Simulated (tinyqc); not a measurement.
From drift velocity back to test temperature T: electromigration in a confined line: Blech product, Korhonen stress evolution and Black's law. Computed by tinyqc, a small Python program. Command: `OMP_NUM_THREADS=1 python tinyqc.py 3022133 3022134 out.jsonl emigr inv`. One thread of a shared host (Intel(R) Xeon(R) Processor @ 2.30GHz), about 0.02 s of CPU time with the checks.

The electron wind pushes atoms from the cathode (x = 0) to the anode (x = L); blocking ends build a back stress (tension positive). The input rho is taken not to change with temperature. d sigma/dt = d/dx [kappa (d sigma/dx + G)], with zero flux at both ends and sigma = 0 at t = 0.

Inputs (values chosen for the exercise, close to those used for cobalt lines):

| quantity | value | unit |
|---|---|---|
| resistivity rho | 10.5 | micro-ohm cm |
| atomic volume Omega | 11.1 | angstrom^3 |
| effective charge number Z* | 3 | - |
| prefactor D0 | 1.3e-06 | m^2/s |
| activation energy E | 1.31 | eV |
| effective modulus B | 46 | GPa |
| current density j | 1.3 | MA/cm^2 |

Start: stress-free.

Constants: e = 1.602176634e-19 C; k_B = 8.617333262e-05 eV/K; k_B = 1.380649e-23 J/K.

Method. G = Z* e rho j/Omega; D = D0 exp(-E/(k_B T)); kappa = D B Omega/(k_B T); drift velocity of an unconfined line v = D Z* e rho j/(k_B T). SI: 1 micro-ohm cm = 1e-8 ohm m, 1 MA/cm^2 = 1e10 A/m^2. Temperatures in kelvin are T(C) + 273.15.

Task: A run gave the result below. Find the test temperature T, known to lie between 230 and 390 C.

drift velocity = 1.604977 nm/h

Result:

Each step takes the trial c = (a f_b - b f_a)/(f_b - f_a), f being the result less the target and a, b, c the logarithms of the listed values; c replaces end b, the old b replaces a if the sign of f changed, and otherwise f_a is halved.

Scan of the range:

| test temperature T (C) | drift velocity (nm/h) |
|---|---|
| 230 | 3.34100e-02 |
| 251 | 1.07605e-01 |
| 274 | 3.48867e-01 |
| 299 | 1.12329e+00 |
| 327 | 3.69915e+00 |
| 357 | 1.17663e+01 |
| 390 | 3.71394e+01 |

False position (Illinois rule, in the logarithm of the input) inside the bracket:

| step | end a | end b | trial | drift velocity (nm/h) |
|---|---|---|---|---|
| 1 | 299.000 | 327.000 | 304.047 | 1.40470 |
| 2 | 327.000 | 304.047 | 305.985 | 1.52896 |
| 3 | 327.000 | 305.985 | 307.364 | 1.62345 |
| 4 | 305.985 | 307.364 | 307.094 | 1.60453 |
| 5 | 307.364 | 307.094 | 307.100 | 1.60497 |
| 6 | 307.364 | 307.100 | 307.100 | 1.60498 |
| 7 | 307.100 | 307.100 | 307.100 | 1.60498 |

Drift velocity rises at every point of a 13-point scan of the range (every second point is shown), so one value fits; it is bracketed by 299 and 327. Answer: test temperature T = 307.1 C.
